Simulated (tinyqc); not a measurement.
## Weak link from the transmission

Inverse problem. An infinite chain has hopping -t with t = 0.9 eV and site energy 0; E = -2 t cos(k) with E = 0.92 eV. One bond has the hopping -y t with 0 < y < 1, so T(E) = 4 y^2 sin^2 k/[(1 - y^2)^2 + 4 y^2 sin^2 k]. Find y and the hopping y t.

T(E) = 0.56772847

Answer. With b = |sin k| sqrt(1/T(E) - 1), (1 - y^2)/(2 y) = b, whose root below 1 is sqrt(b^2 + 1) - b.

y = 0.500
y t = 0.450 eV

tinyqc, about 0.01 s, one thread, Intel Xeon 2.30GHz (shared host): `OMP_NUM_THREADS=1 python tinyqc.py 2660040 2660041 out.jsonl`
